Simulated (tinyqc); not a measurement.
Inside a calculation: valley splitting of a silicon quantum well in envelope theory. Values are carried at full precision from step to step, so a last printed digit may differ when a step is redone from the rounded ones.

Constants: hbar^2/2m0 = 3.80998211 eV angstrom^2; kB = 8.617333262e-05 eV/K.

Inputs chosen for the exercise (near those of a strained Si well in SiGe; shifted at random, so the results belong to these values and not to a real crystal):
```
symbol  value  unit      meaning
k0      0.841  2 pi/a    valley position
a       5.431  angstrom  lattice constant
ml      0.917  m0        mass along z
F       8.4    mV/nm     field pressing towards the upper interface
w       1.1    angstrom  interface width parameter
L       96     angstrom  well width
V0      0.16   eV        conduction offset
C0      0.269            Bloch overlap factor
Yb      0.24             Ge share of the barrier
Yw      0.02             Ge share of the well
ad      140    angstrom  dot radius
```

## Wave number and lengths

q = 2 k0 (2 pi/a), its wavelength, the field length (c/(ml e F))^(1/3) with c = hbar^2/2m0 and 1 mV/nm = 1e-4 eV/angstrom, and the damping factor y/sinh(y), y = pi q w, of a step smoothed as 1/(1 + exp(z/w)).

q = 1.9459 1/angstrom
wavelength = 3.229 angstrom
field length = 17.0 angstrom
damping factor = 0.0162

## The envelope

The well lies at 0 < z < L; U(z) = V0 [1/(1 + exp(z/w)) + 1/(1 + exp((L - z)/w))] - e F z, 1 mV/nm = 1e-4 eV/angstrom. The envelope psi solves -(c/ml) psi'' + U psi = E psi, c = hbar^2/2m0, by three-point differences on a grid of 0.1 angstrom from -40 to L + 40 angstrom. The two valleys at +/- k0 couple through D = C0 times the integral of exp(-i q z) U(z) psi^2, q = 2 k0 (2 pi/a), and split by Ev = 2|D|.

Two lowest levels, mean position, and psi^2 at both interfaces.

levels (meV): -51.13  -26.24

<z> = 74.4 angstrom
psi^2 at z = 0 and L (1/angstrom): 2.42e-07  0.00467

The field makes psi^2 at the upper interface 1.93e+04 times that at the lower one. The orbital spacing is 24.9 meV.

## Contributions to the coupling

Split D into the lower barrier, the upper barrier and the field term.

Parts of D (micro-eV):
```
part            real  imaginary   size
lower barrier  0.000      0.000  0.000
upper barrier  0.554      1.881  1.961
field term     0.003      0.022  0.022
```

## Valley splitting and phase

The inter-valley coupling D is the sum of the complex parts; Ev = 2|D|, the valley phase is arg D, and kB T equals Ev at T = Ev/kB.

Ev = 3.96 micro-eV
phase = 1.29 rad
T = 0.046 K

The upper barrier gives the largest part.

## Alloy disorder

Random alloy: with Y(z) = Yw + (Yb - Yw) B(z), B the bracket in U, and in-plane density exp(-r^2/ad^2)/(pi ad^2), D gains a random complex part of variance sigma^2 = (C0^2/pi)(a^2 V0/(8 ad (Yb - Yw)))^2 (4/a) times the integral of psi^4 Y (1 - Y). Alone it gives a mean splitting sqrt(pi) sigma; together with the smooth part the rms splitting is 2 sqrt(|D|^2 + sigma^2).

Give the integral, sigma, the mean splitting from disorder alone and the rms total.

integral = 0.000486 1/angstrom
sigma = 55.0 micro-eV
sqrt(pi) sigma = 97.5 micro-eV
rms splitting = 110.0 micro-eV

|D|/sigma = 0.04: disorder dominates, so the splitting scatters from dot to dot down to zero.

## Checks

- Lowest level for sharp walls and no field against the square well, meV: both 3.6.
- Size of one barrier part in that case against C0 V0 psi(0)^2/sqrt(q^2 + 4 kappa^2), micro-eV: 9.2 against 9.3.

Run: tinyqc, `OMP_NUM_THREADS=1 python tinyqc.py 1280063 1280064 out.jsonl`; Intel(R) Xeon(R) Processor @ 2.30GHz, one thread, shared host; about 0.2 s of CPU time with all checks.
